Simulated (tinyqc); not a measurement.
# Gain factor and gap resistance from two string resistances

Problem. At small bit-line voltage each of the 96 cells has the resistance 1/(K x) at overdrive x (no mobility reduction) in series with a gap resistance Rg. Find K, Rg and the share of the gaps at the higher overdrive.

resistance of a string of 96 equal cells at overdrives of 4.5 and 7.8 V (kohm): 2502.9020  1971.9819

Answer. The resistance per cell is a straight line in 1/x with slope 1/K and intercept Rg.

K = 17.0 uA/V^2
Rg = 13.0 kohm
share of the gaps = 63.3 %

Program tinyqc, `OMP_NUM_THREADS=1 python tinyqc.py 2142064 2142065 out.jsonl`; Intel Xeon 2.30GHz, shared host, one thread, about 0.7 s.
